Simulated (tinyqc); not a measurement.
From a target level to the width: finite square well with mass mismatch (envelope functions). Three cases, with inputs chosen for the exercise.

Problem. Which width L gives the lowest level below?

A square well of width L and depth V0, mass mw inside and mb outside, energies from the bottom of the well, c = hbar^2/2m0. k = sqrt(mw E/c), kappa = sqrt(mb (V0 - E)/c). psi and psi'/m are continuous at the walls (BenDaniel-Duke), so level n solves k L + 2 atan[(k/mw)/(kappa/mb)] = n pi.

Constants: hbar^2/2m0 = 3.80998211 eV angstrom^2.

Find: k; kappa; the arctangent; L.

Method. E1 fixes k and kappa, so L = (pi - 2 atan[(k/mw)/(kappa/mb)])/k.

Case 1.

Values chosen (out of a larger set: near those of a strained Si well in SiGe; not measured data): V0 = 0.176 eV (barrier height); mw = 0.931 m0 (mass in the well); mb = 0.958 m0 (mass in the barrier).

E1 = 0.020885 eV

Solution.

k = 0.07144 1/angstrom
kappa = 0.19749 1/angstrom
the arctangent = 0.3563 rad
L = 34 angstrom

Case 2.

Values chosen (out of a larger set: near those of a GaAs well in AlGaAs; not measured data): V0 = 0.121 eV (barrier height); mw = 0.0669 m0 (mass in the well); mb = 0.0795 m0 (mass in the barrier).

E1 = 0.007399 eV

Solution.

k = 0.01140 1/angstrom
kappa = 0.04869 1/angstrom
the arctangent = 0.2714 rad
L = 228 angstrom

Case 3.

Values chosen (out of a larger set: near those of a non-polar GaN well in AlN; not measured data): V0 = 1.819 eV (barrier height); mw = 0.201 m0 (mass in the well); mb = 0.307 m0 (mass in the barrier).

E1 = 0.123143 eV

Solution.

k = 0.08060 1/angstrom
kappa = 0.36966 1/angstrom
the arctangent = 0.3215 rad
L = 31 angstrom

Computed by tinyqc, one run a case: `OMP_NUM_THREADS=1 python tinyqc.py N N+1 out.jsonl` with N = 1251787, 1251797, 1251865; one thread of a shared Intel(R) Xeon(R) Processor @ 2.30GHz, about 0.01 s a run at most.
